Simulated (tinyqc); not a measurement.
Stretching all distances: RHF, UHF, MP2, CISD and CCSD against full CI in the sto-3g basis, for H3+, spin multiplicity 1. Computed by the program tinyqc with PySCF. 

Geometry (angstrom):
```
atom       x       y       z
H     0.0000  0.0000  0.0000
H     0.0000  0.0000  0.8330
H     0.0000  0.7940  0.4170
```

All coordinates are multiplied by the scale. c0^2 is the weight of the RHF determinant in the lowest singlet FCI state (UHF is spin-contaminated and may lie near states of higher spin) and n(LUMO) the first natural occupation beyond the occupied space.

Full CI energy (hartree) and errors against it (kcal/mol):
```
scale  distance 1-2 (angstrom)    E(FCI)     RHF     UHF     MP2   CISD   CCSD  <S^2> UHF   c0^2  n(LUMO)
0.910                    0.758  -1.23260  14.063  14.063   4.063  0.000  0.000      0.000  0.988    0.013
1.100                    0.916  -1.27320  17.001  17.001   5.153  0.000  0.000      0.000  0.983    0.019
1.280                    1.066  -1.26211  20.492  20.492   6.415  0.000  0.000      0.000  0.975    0.027
1.470                    1.225  -1.22711  25.178  25.178   8.052  0.000  0.000      0.000  0.964    0.038
1.660                    1.383  -1.18291  31.074  31.074  10.004  0.000  0.000      0.000  0.949    0.054
1.840                    1.533  -1.14000  37.834  35.892  12.054  0.000  0.000      0.253  0.930    0.075
2.030                    1.691  -1.09794  46.133  34.869  14.211  0.000  0.000      0.548  0.906    0.101
```

UHF parts from RHF first at scale 1.84 of those listed, where <S^2> leaves zero. The weight c0^2 goes from 0.99 to 0.91 and n(LUMO) from 0.01 to 0.10: static correlation grows as the bonds break into open-shell fragments. The spread of the error along the curve, which distorts its shape, is CISD 0.0, CCSD 0.0, MP2 10.1, UHF 21.8, RHF 32.1 kcal/mol. With two electrons CISD and CCSD are exact.
